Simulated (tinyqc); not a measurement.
Inside a calculation. Model: electron mobility in a silicon inversion layer, empirical terms and Matthiessen rule.

Program tinyqc, `OMP_NUM_THREADS=1 python tinyqc.py 2510065 2510066 out.jsonl`; Intel Xeon 2.30GHz, shared host, one thread, about 0.01 s. Printed values are rounded.

Inversion layer of sheet density Ns on a uniformly doped body. The mobility terms are empirical power laws with prefactors chosen for the exercise; adding their inverses (Matthiessen) is itself an approximation.

Values chosen for this exercise; material values close to those of silicon:
```
symbol    value        unit                                                meaning
T           300           K                                            temperature
Eg         1.12          eV                                               band gap
eps_r      11.7                         relative permittivity of the semiconductor
Nc      2.75e19       cm^-3                 conduction-band density of states at T
Nv      2.68e19       cm^-3                    valence-band density of states at T
Nb       6.5e17       cm^-3                                            body doping
Vsb           0           V                                      reverse body bias
eta         0.5              weight of the inversion charge in the effective field
Cox        1.69     uF/cm^2                                       gate capacitance
Ap          394  cm^2/(V s)           phonon-limited mobility at 1 MV/cm and 300 K
As          801  cm^2/(V s)                  roughness-limited mobility at 1 MV/cm
gs            2                                     exponent of the roughness term
Ac         3200  cm^2/(V s)                                      Coulomb prefactor
Nit      6.6e10       cm^-2                                charge at the interface
Ns       1.8e12       cm^-2                                      inversion density
WL            1                                                          ratio W/L
Vd         0.02           V                                          drain voltage
I          1.54          uA                                measured linear current
```

Constants: q = 1.602176634e-19 C, kB = 1.380649e-23 J/K, Vt = kB T/q, eps0 = 8.8541878128e-14 F/cm where lengths are in cm. Results are converted to the units shown.

## Depletion charge and effective field

ni = sqrt(Nc Nv) exp(-Eg/(2 Vt)), Eg in volts; Ndep = sqrt(2 eps0 eps_r Nb (2 Vt ln(Nb/ni) + Vsb)/q); E = q (Ndep + eta Ns)/(eps0 eps_r), in MV/cm.

ni = 1.06206e10 cm^-3
Ndep = 2.79147e12 cm^-2
E = 0.570919 MV/cm

The depletion charge gives 75.6 % of the field.

## Mobility terms and their sum

With t = T/(300 K): muC = Ac (Ns/1e12 cm^-2) t/(Nb/1e17 cm^-3 + Nit/1e11 cm^-2), muP = Ap E^(-1/3) t^(-1.75), muS = As E^(-gs); 1/mu is the sum of the inverses.

terms (cm^2/(V s)): Coulomb 804.469, phonon 474.939, roughness 2457.44
mu = 266.275 cm^2/(V s)
shares of 1/mu (%): Coulomb 33.0995, phonon 56.0651, roughness 10.8355

The phonon term limits most.

## Iteration 1: inversion density for the measured current

Ns at the start = 2.7e12 cm^-2

I = (W/L) q Ns mu Vd. E = q (Ndep + eta Ns)/(eps0 eps_r) in MV/cm. With t = T/(300 K): muC = Ac (Ns/1e12 cm^-2) t/(Nb/1e17 cm^-3 + Nit/1e11 cm^-2), muP = Ap E^(-1/3) t^(-1.75), muS = As E^(-gs); 1/mu is the sum of the inverses. Ns(new) = I/((W/L) q mu Vd).

E = 0.640516 MV/cm
mu = 283.389 cm^2/(V s)
Ns after iteration 1 = 1.69589e12 cm^-2

## Iteration 2: inversion density for the measured current

As before.

E = 0.562868 MV/cm
mu = 262.434 cm^2/(V s)
Ns after iteration 2 = 1.83131e12 cm^-2

## Course of the iteration: inversion density for the measured current

Stop when Ns changes by less than 1e5 cm^-2, or after 120 iterations.

Course of the iteration:
```
iteration  Ns (cm^-2)  |change| (cm^-2)
1          1.69589e12           1.00e12
2          1.83131e12           1.35e11
3          1.79776e12           3.35e10
4          1.80541e12            7.64e9
5          1.80363e12            1.78e9
6          1.80404e12            4.12e8
7          1.80395e12            9.55e7
8          1.80397e12            2.21e7
9          1.80396e12            5.13e6
10         1.80396e12            1.19e6
11         1.80396e12            2.75e5
12         1.80396e12            6.38e4
```

Converged in 12 iterations. At the end each change is about 0.23 times the one before, with alternating sign: linear convergence.

## Split C-V extraction

```
point  Vg (V)  Cgc (uF/cm^2)       I (uA)
0         0.1     8.57663e-5  4.85172e-10
1         0.2     0.00157050   1.62774e-7
2         0.3      0.0283271   5.35094e-5
3         0.4       0.402317    0.0127091
4         0.5        1.43874     0.400911
5         0.6        1.67405      1.42111
6         0.7        1.68912      2.49332
7         0.8        1.68995      3.45037
8         0.9        1.69000      4.27496
9           1        1.69000      4.97532
10        1.1        1.69000      5.56484
11        1.2        1.69000      6.05725
12        1.3        1.69000      6.46533
```

Q(Vg) is the trapezoid sum of Cgc from the first point (where Q is taken as 0); mu_eff = I/((W/L) Q Vd); mu_FE = (dI/dVg)/((W/L) Cox Vd) with a backward difference. Listed from point 4 on.

```
point  Q (uC/cm^2)  mu_eff (cm^2/(V s))  mu_FE (cm^2/(V s))
4         0.115163              174.063             114.853
5         0.270802              262.390             301.835
6         0.438961              284.002             317.219
7         0.607914              283.788             283.153
8         0.776912              275.125             243.961
9         0.945912              262.991             207.208
10         1.11491              249.564             174.413
11         1.28391              235.891             145.685
12         1.45291              222.496             120.734
```

At the last point mu_FE is 46 % below mu_eff: where the mobility falls with gate voltage the slope of I understates it.
